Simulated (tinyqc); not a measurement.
Read current of a NAND string, cells in series solved by shooting: one step of the calculation.

Cells in series, numbered from 0 at the source line (0 V) to the bit line, each followed by a gap resistance Rg. A cell with gate Vg, threshold VT, source Vs and drain Vd passes I = 2 nf K Vt^2 [F(Vs) - F(Vd)]/(1 + th max(Vg - VT, 0)), F(V) = ln^2(1 + exp((Vg - VT - nf V)/(2 nf Vt))). The selected cell has Vg = Vr, the others Vg = Vp.

Task. Node voltages for a trial current. For a trial current I start at 0 V and, cell by cell (the selected one is cell 0), solve for the drain: sqrt(F(Vd)) = sqrt(F(Vs) - I/k), k = 2 nf K Vt^2/(1 + th max(Vg - VT, 0)), Vd = [Vg - VT - 2 nf Vt ln(exp(sqrt F) - 1)]/nf, then add I Rg.

Parameters, values chosen for the exercise; values of the order met in vertical NAND strings:
- T = 300 K (temperature)
- K = 13 uA/V^2 (gain factor of a cell)
- nf = 1.7 (slope factor)
- th = 0.16 1/V (mobility reduction factor)
- Rg = 28 kohm (resistance of the gap between cells)
- Vbl = 0.3 V (bit-line voltage)
- Vp = 7.9 V (pass voltage)
- Vr = 3.38 V (read voltage on the selected word line)

Constants: q = 1.602176634e-19 C, kB = 1.380649e-23 J/K, Vt = kB T/q. Results are converted to the units shown.

second trial current = 0.69 uA
thresholds from the source end, cell 0 to 3 (V): [2.8, -1.3, 3.1, 3.1]

Wanted: node voltage after each cell and gap, trial 2.

Result.

node voltage after each cell and gap, trial 2, cell 0 to 3 (V): [0.1417, 0.1757, 0.2159, 0.2565]

Program tinyqc, `OMP_NUM_THREADS=1 python tinyqc.py 2142013 2142014 out.jsonl`; Intel Xeon 2.30GHz, shared host, one thread, about 0.3 s.
